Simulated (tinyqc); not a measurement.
Short-period [001] superlattice in sp3s* tight binding: sweeps and comparisons. A value that a table varies takes the place of the one given here.

Planes alternate anion, cation along [001], a/4 apart; at zero in-plane momentum s, pz, s* form one block. All levels of A are shifted so that its Ev (lower root of [[Epa, Vxx], [Vxx, Epc]]) is 0, and those of B so that its Ev is -dEv. A monolayer is an anion plane and the cation plane above it; an anion between unlike cations takes the mean of the two anion levels; each bond takes the couplings of its cation. Block from an anion to the cation above: U with Vss/2 (s,s), Vsapc/2 (s,z), -Vscpa/2 (z,s), Vxx/2 (z,z), Vxapc/2 (s*,z), -Vpaxc/2 (z,s*); to the cation below: the same with the s-z and s*-z signs reversed. The cell of n + m monolayers is closed with the phase exp(2 pi i q). No spin-orbit coupling. In this block 2 (n + m) levels are filled.

For the two lowest empty levels at q = 0: energy, share of the cation weight on A, and Gamma character, the share of the cation amplitudes with Fourier index |j|/(n + m) < 1/4 along the stack (near 1: Gamma-like, near 0: folded from X).

Values chosen for the exercise (A near a published set for GaAs, B for AlAs; shifted at random, so the results belong to these values and not to a real crystal):

| symbol | value | unit | meaning |
|---|---|---|---|
| pA | (-8.36, 1.039, -2.661, 3.663, 8.581, 6.732, -6.445, 1.95, 5.073, 4.468, 5.776, 4.831, 4.799) | eV | order Esa, Epa, Esc, Epc, Exa, Exc, Vss, Vxx, Vxy, Vsapc, Vscpa, Vxapc, Vpaxc |
| pB | (-7.541, 0.983, -1.161, 3.583, 7.492, 6.71, -6.664, 1.877, 4.302, 5.097, 5.501, 4.535, 5.005) | eV | the same for B |
| dEv | 0.47 | eV | valence offset: Ev(B) lies this far below Ev(A) |
| a | 5.658 | angstrom | lattice constant, taken common; strain is left out |
| nw | 13 |  | monolayers of A |
| n2 | 7 |  | monolayers of A |
| m2 | 5 |  | monolayers of B |

## Equal layers of growing thickness

n = m.

Lowest empty levels:

| n = m | layer (angstrom) | E1 (eV) | on A | Gamma | E2 (eV) | on A | Gamma |
|---|---|---|---|---|---|---|---|
| 2 | 5.7 | 1.8983 | 0.47 | 0.09 | 1.9569 | 0.67 | 0.84 |
| 3 | 8.5 | 1.8760 | 0.21 | 0.00 | 1.9167 | 0.76 | 0.95 |
| 4 | 11.3 | 1.8374 | 0.26 | 0.17 | 1.8915 | 0.69 | 0.87 |
| 6 | 17.0 | 1.7969 | 0.66 | 0.69 | 1.8208 | 0.34 | 0.40 |
| 8 | 22.6 | 1.7408 | 0.93 | 0.98 | 1.8024 | 0.01 | 0.01 |
| 10 | 28.3 | 1.6953 | 0.96 | 0.99 | 1.7984 | 0.00 | 0.00 |
| 12 | 33.9 | 1.6626 | 0.97 | 1.00 | 1.7954 | 0.01 | 0.00 |
| 14 | 39.6 | 1.6387 | 0.98 | 1.00 | 1.7916 | 0.01 | 0.00 |
| 18 | 50.9 | 1.6073 | 0.99 | 1.00 | 1.7851 | 0.93 | 0.95 |

At zero in-plane momentum (the in-plane X valleys are left out) the lowest level is X-like for n = 2, 3 and 4 and Gamma-like for the others (a Gamma weight between about 0.35 and 0.65 marks an even mixture, at the crossover). Thin layers push the light Gamma electron up past the heavy X electron, whose share on A runs from 0.21 to 0.47, so for n = 3 and 4 it lies apart from the holes in A (type II); the crossover lies between n = 4 and 6. The crossover moves with dEv and with the electron mass, which this model makes too heavy, so it comes at thinner layers than in the real system. At n = 18 the lowest level lies 0.072 eV above the lowest bulk edge of the two crystals, with 99 % of its cation weight on A.

## Miniband width against barrier thickness

nw monolayers of A and m of B; lowest empty level at q = 0 and q = 1/2. The decay constant is ln(width(4)/width(6)) over two monolayers, each a/2 thick.

Lowest miniband:

| m | E(q = 0) (eV) | E(q = 1/2) (eV) | width (meV) | Gamma character |
|---|---|---|---|---|
| 1 | 1.5834 | 1.7032 | 119.771 | 0.99 |
| 2 | 1.6126 | 1.6832 | 70.648 | 1.00 |
| 3 | 1.6283 | 1.6700 | 41.717 | 1.00 |
| 4 | 1.6371 | 1.6621 | 24.929 | 1.00 |
| 5 | 1.6425 | 1.6570 | 14.554 | 1.00 |
| 6 | 1.6455 | 1.6542 | 8.704 | 1.00 |
| 8 | 1.6483 | 1.6513 | 3.022 | 1.00 |

decay constant = 0.1860 1/angstrom

The width falls from 119.8 to 3.02 meV, as exp(-kappa d) with kappa = 0.186 1/angstrom, which stands for the decay constant of the barrier at this energy: each monolayer costs a factor 1.69. The level at q = 0 rises by 65 meV towards that of a single well.

## What each change does

A cell with n = n2 and m = m2. Each row changes one parameter from the base and keeps the others.

Results:

| case | E1 (eV) | A share 1 | Gamma 1 | E2 (eV) | A share 2 | Gamma 2 |
|---|---|---|---|---|---|---|
| base | 1.7578 | 0.91 | 0.99 | 1.8238 | 0.04 | 0.00 |
| n2 = 9 | 1.7044 | 0.94 | 0.99 | 1.8236 | 0.05 | 0.00 |
| m2 = 7 | 1.7696 | 0.91 | 0.97 | 1.8055 | 0.01 | 0.00 |
| dEv = 0.57 eV | 1.7282 | 0.03 | 0.00 | 1.7459 | 0.90 | 0.98 |

The largest shifts from the base row, up to three for each result and ties (the steps differ in size, so this ranks the rows, not the parameters). E1 (eV): n2 -0.0535, dEv -0.0296, m2 +0.0118. A share 1: dEv -0.88, n2 +0.03; unchanged at the printed digits by m2. Gamma 1: dEv -0.98, m2 -0.01; unchanged at the printed digits by n2. E2 (eV): dEv -0.0779, m2 -0.0183, n2 -0.0002. A share 2: dEv +0.85, m2 -0.03, n2 +0.00. Gamma 2: dEv +0.98; unchanged at the printed digits by n2 and m2.

Program tinyqc; command `OMP_NUM_THREADS=1 python tinyqc.py 1451628 1451629 out.jsonl`; about 0.4 s on one thread of a shared Intel(R) Xeon(R) Processor @ 2.30GHz.
